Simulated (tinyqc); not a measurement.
# AlGaN/GaN HEMT with access regions, lumped model: what changes with what

A polarisation-induced electron sheet under a Schottky gate, in series with two ungated access regions and contacts. Drift law v = mu E/(1 + mu E/vs) under the gate. Currents in mA/mm, resistances in ohm mm. No self-heating, no channel-length modulation; fits for polarisation, barrier and offset are chosen for the exercise.

Inputs (values chosen for the exercise); values close to those of AlGaN/GaN structures:

| symbol | value | unit | meaning |
|---|---|---|---|
| x | 0.19 |  | aluminium share of the barrier |
| d | 30 | nm | barrier thickness |
| eps_r | 9.4 |  | relative permittivity of barrier and channel |
| mu | 1800 | cm^2/(V s) | channel mobility |
| vs | 1.1e7 | cm/s | saturation velocity |
| Lg | 0.15 | um | gate length |
| Ls | 0.5 | um | source access length |
| Ld | 2 | um | drain access length |
| Rc | 0.24 | ohm mm | resistance of each contact |
| Vg | 0 | V | gate voltage |
| Ec | 3 | MV/cm | critical field |
| te | 0.16 | um | depth over which the depleted charge spreads |
| ei | 7.5 |  | relative permittivity of that insulator |

Constants: q = 1.602176634e-19 C, eps0 = 8.8541878128e-14 F/cm where lengths are in cm. Results are converted to the units shown.

Each table varies one quantity; the others keep the values above.

## Field plate: effect of the insulator under the field plate

sigma = (5e13 x + 1.6e13 x^2) cm^-2, phiB = 0.84 + 1.3 x, dEc = 0.7 (1.71 x + x^2) in volts, Cb = eps0 eps_r/d, VT = phiB - dEc - q sigma/Cb, access density n0 = -Cb VT/q. Off state: a depleted stretch that holds the voltage V has the peak field sqrt(k V), k = 2 q n0/(eps0 eps_r te), so one edge holds V1 = Ec^2/k. The sheet under the plate pinches off at Vf = q n0 (1/Cb + tf/(eps0 ei)); beyond it the gate edge is screened. BV = V1 if Vf >= V1, else Vf + V1, and at most Ec Ld.

The same in every row: V1 (V) = 43.325; Ec Ld (V) = 600.00.

Field plate: effect of the insulator under the field plate:

| tf (nm) | Vf (V) | BV (V) |
|---|---|---|
| 18 | 8.7347 | 52.060 |
| 27 | 10.609 | 53.934 |
| 41 | 13.525 | 56.850 |
| 60 | 17.483 | 60.808 |
| 90 | 23.731 | 67.056 |
| 130 | 32.063 | 75.388 |
| 200 | 46.643 | 43.325 |
| 290 | 65.388 | 43.325 |

Read the table: what changes, and by how much?

BV goes from 52.1 through a maximum of 75.4 (at tf = 130 nm among the rows listed) to 43.3 V. The plate helps (Vf < V1) in 6 of the 8 rows, and the access length caps BV in 0. The best thickness makes Vf just under V1, tf = 184 nm, where both edges reach Ec together and BV nears 2 V1.

## Output curve without and with trapping

Access resistance R(L, n) = L/(q mu n sqrt(1 - (I/(q n vs))^2)); Rs = Rc + R(Ls, n0), Rd = Rc + R(Ld, (1 - ft) n0). Vg' = Vg - I Rs, Vd' = Vd - I (Rs + Rd); with u = Vg' - VT, Vc = vs Lg/mu and w the smaller of Vd' and Vc [sqrt(1 + 2 u/Vc) - 1] (0 if negative), the channel gives (mu Cb/Lg)(u w - w^2/2)/(1 + w/Vc). I equals that channel current. The two columns take ft = 0 and ft = 0.3; collapse = 1 - (second)/(first).

Output curve without and with trapping:

| Vd (V) | I, ft = 0 (mA/mm) | I, ft = 0.3 (mA/mm) | collapse (%) |
|---|---|---|---|
| 0.25 | 160.4 | 131.2 | 18.19 |
| 0.5 | 315.4 | 257.6 | 18.33 |
| 1 | 594.9 | 482.2 | 18.94 |
| 2 | 977.0 | 782.4 | 19.92 |
| 3 | 1097 | 923.3 | 15.79 |
| 4 | 1097 | 986.4 | 10.04 |
| 6 | 1097 | 1033 | 5.79 |
| 8 | 1097 | 1048 | 4.40 |
| 12 | 1097 | 1058 | 3.49 |

What does the table show?

Without trapping the current rises from 160 to 1100 mA/mm and first comes within 2 % of its last value at Vd = 3 V among the rows; with trapping that knee lies at 8 V. The collapse is 18 % in the first row, at most 20 % and 3.5 % in the last: the trapped access region, not the gate, limits the current. For Vd = 6 to 12 V the power passes 5 W/mm, where self-heating, left out here, lowers the current.

## Effect of the share of the drain-access electrons removed by traps

Same model as above.

Isat is I at Vd = 10 V, gm = dIsat/dVg, Ron the limit of Vd/I at small Vd.

The same in every row: VT (V) = -4.986; n0 (cm^-2) = 8.633e12.

Result of one run:

| ft | Ron (ohm mm) | Isat (mA/mm) | gm (mS/mm) |
|---|---|---|---|
| 0.2 | 1.745 | 1097 | 222.7 |

What becomes of these results when the share of the drain-access electrons removed by traps ft is changed from 0.2 to 0.3, all else the same?

Result of the changed run:

| ft | Ron (ohm mm) | Isat (mA/mm) | gm (mS/mm) |
|---|---|---|---|
| 0.3 | 1.889 | 1055 | 1.596 |

The whole series:

| ft | Ron (ohm mm) | Isat (mA/mm) | gm (mS/mm) |
|---|---|---|---|
| 0 | 1.544 | 1097 | 222.7 |
| 0.1 | 1.634 | 1097 | 222.7 |
| 0.2 | 1.745 | 1097 | 222.7 |
| 0.3 | 1.889 | 1055 | 1.596 |
| 0.4 | 2.080 | 904.9 | 0.2263 |
| 0.5 | 2.348 | 754.3 | 0.07092 |
| 0.6 | 2.749 | 603.6 | 0.02600 |
| 0.7 | 3.419 | 452.8 | 0.009449 |

As ft goes from 0 to 0.7, Ron rises from 1.54 to 3.42 ohm mm, Isat falls from 1100 to 453 mA/mm and gm falls from 223 to 0.00945 mS/mm. The ceiling Cb vs is 305 mS/mm. For ft = 0 to 0.6 the power passes 5 W/mm, where self-heating, left out here, lowers the current. For ft = 0.3 to 0.7 the gated channel is not yet saturated at 10 V, because the access regions take the voltage, and gm drops.

Computed by the program tinyqc: `OMP_NUM_THREADS=1 python tinyqc.py 2570072 2570073 out.jsonl`, one thread of a shared Intel Xeon 2.30GHz, about 0.02 s for the whole run.
